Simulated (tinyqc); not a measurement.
Dopant redistribution at a moving silicon-oxide interface during parabolic oxidation: one step, computed by the program tinyqc.

Uniformly doped silicon is oxidised with x_ox = sqrt(B t); the interface advances into the silicon by alpha x_ox, alpha = 0.44. The dopant does not move in the oxide, and at the interface C(silicon) = m C(oxide).

Question. Profile below the interface. With the dopant diffusivity D and s = alpha x_ox/(2 sqrt(D t)), in the silicon C = C_B + (C_s - C_B) erfc(y/(2 sqrt(D t)))/erfc(s), y from the original surface. Dopant balance at the interface gives C_s/C_B = 1/[1 + (1/(m alpha) - 1) g], g = sqrt(pi) s exp(s^2) erfc(s). Depths z are counted from the present interface: y/(2 sqrt(D t)) = s + z/(2 sqrt(D t)); take z/(2 sqrt(D t)) = 0, 0.05, 0.1, 0.2, 0.3, 0.5, 0.75, 1, 1.5.

Inputs (values chosen for the exercise, modelled on antimony in silicon under steam): oxidation activation energy E_B = 0.777 eV; temperature T = 925 C.

diffusion length 2 sqrt(D t) = 0.02022548 um

ratio C_s/C_B = 2.878395

s = 10.27298

Give: Profile.

Answer.

Profile:
```
z/(2 sqrt(D t))    z (um)   C/C_B
0.00             0.000000  2.8784
0.05             0.001011  1.6675
0.10             0.002023  1.2360
0.20             0.004045  1.0291
0.30             0.006068  1.0035
0.50             0.010113  1.0000
0.75             0.015169  1.0000
1.00             0.020225  1.0000
1.50             0.030338  1.0000
```

Caution: in this case the oxide is not much thicker than a typical Deal-Grove length A, so real growth is slower than parabolic. Caution: parabolic growth needs an oxide much thicker than the Deal-Grove length A, which fails for thin films and low temperatures; oxidation-enhanced or retarded diffusion is ignored.
